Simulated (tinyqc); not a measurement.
Decay of LO phonons and the hot-phonon bottleneck in the cooling of electrons. Changing the lattice temperature T. Computed by tinyqc, a small Python program. Command: `OMP_NUM_THREADS=1 python tinyqc.py 3019245 3019246 out.jsonl hotphonon sweep`. One thread of a shared host (Intel(R) Xeon(R) Processor @ 2.30GHz), about 0.01 s of CPU time with the checks.

n(E, T) = 1/(exp(E/(k_B T)) - 1) is the Bose occupation. Electrons have a temperature T_e; the LO modes within their reach share one occupation N; the decay products stay at the lattice temperature.

Inputs (values chosen for the exercise, modelled on gallium oxide): LO energy hbar omega = 43.3 meV; lifetime at T = 0, tau_0 = 1.5 ps.

Decay channel: two equal phonons (Klemens).

Constants: k_B = 8.617333262e-05 eV/K; c = 299792458 m/s.

Method. Decay rate 1/tau = (1/tau_0) [1 + 2 n(hbar omega/2)]. Full width Gamma = 1/(2 pi c tau) in 1/cm, c in cm/s.

One run for each value; columns: (1) lattice temperature T (K); (2) Raman width Gamma (1/cm); (3) phonon lifetime tau (ps); (4) equilibrium LO occupation N_0; (5) thermal factor tau_0/tau:
```
(1)    (2)    (3)        (4)    (5)
20    3.54  1.500  1.227e-11  1.000
31    3.54  1.499  9.132e-08  1.001
47    3.57  1.486  2.275e-05  1.010
71    3.75  1.415  8.449e-04  1.060
110   4.34  1.223  1.049e-02  1.227
170   5.63  0.943  5.490e-02  1.591
250   7.63  0.696  1.547e-01  2.155
390  11.37  0.467  3.807e-01  3.211
590  16.87  0.315  7.443e-01  4.768
900  25.52  0.208  1.337e+00  7.211
```

Describe and explain the trends.

Over the rows, Raman width Gamma (1/cm) rises from 3.54 to 25.5 (exponent d ln y / d ln x 0.0014 between the first rows and 0.98 between the last); phonon lifetime tau (ps) falls from 1.50 to 0.208 (exponent d ln y / d ln x -0.0014 between the first rows and -0.98 between the last); equilibrium LO occupation N_0 rises from 1.23e-11 to 1.34 (exponent d ln y / d ln x 20 between the first rows and 1.4 between the last). At the low end the exponent of Raman width Gamma is 0.00, close to 0: spontaneous decay alone. The width is flat while k_B T is small against the energy of the softer product, and then grows with the occupation of the products.
